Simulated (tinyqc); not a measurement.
MOSFET with velocity saturation and source resistance: two steps of the calculation.

Strong inversion, charge Q = Cox (Vg - m V) at channel potential V with Vg the gate overdrive, and drift velocity v = mu E/(1 + mu E/vsat). Integrating along the channel gives I = mu Cox (1/L)(Vg Vd - m Vd^2/2)/(1 + Vd/Vc) per width, Vc = vsat L/mu, which peaks at Vdsat. Units: I in uA/um, Rs in ohm um, so the drop over Rs is 1e-6 I Rs volts.

Parameters, values chosen for the exercise: gate capacitance Cox = 2.36 uF/cm^2; mobility at low gate voltage mu0 = 120 cm^2/(V s); mobility degradation th = 0.6 1/V; saturation velocity vsat = 8.8e6 cm/s; body factor m = 1.05; threshold VT = 0.44 V; channel length L = 0.18 um; source resistance Rs = 200 ohm um; gate voltage Vgs = 1.2 V.

Question 1. Saturation without source resistance. Vg = Vgs - VT (0 if negative), mu = mu0/(1 + th Vg), Vc = vsat L/mu, x = sqrt(1 + 2 Vg/(m Vc)), Vdsat = 2 Vg/(m (1 + x)), Isat = Cox vsat Vg (x - 1)/(x + 1) per width. Long-channel limit: mu Cox Vg^2/(2 m L); short-channel limit: Cox vsat Vg.

Give: Vg; mu; Vc; Vdsat; Isat; long-channel limit; short-channel limit.

Answer 1.

Vg = 0.76000 V
mu = 82.418 cm^2/(V s)
Vc = 1.9219 V
Vdsat = 0.62288 V
Isat = 220.10 uA/um
long-channel limit = 297.21 uA/um
short-channel limit = 1578.4 uA/um

Question 2. Saturation current with source resistance. Vg = Vgs - I Rs - VT (0 if negative), mu = mu0/(1 + th Vg), Vc = vsat L/mu, x = sqrt(1 + 2 Vg/(m Vc)), Vdsat = 2 Vg/(m (1 + x)), Isat = Cox vsat Vg (x - 1)/(x + 1) per width. I(new) = Isat.

I at the start = 0 uA/um

Wanted: Vg; mu; Vc; Vdsat; Isat; I after iteration 1.

Answer 2.

Vg = 0.7600 V
mu = 82.42 cm^2/(V s)
Vc = 1.922 V
Vdsat = 0.6229 V
Isat = 220.1 uA/um
I after iteration 1 = 220.1 uA/um

Numbers from tinyqc (`OMP_NUM_THREADS=1 python tinyqc.py 2500128 2500129 out.jsonl`; about 0.01 s on one thread of a shared Intel Xeon 2.30GHz).
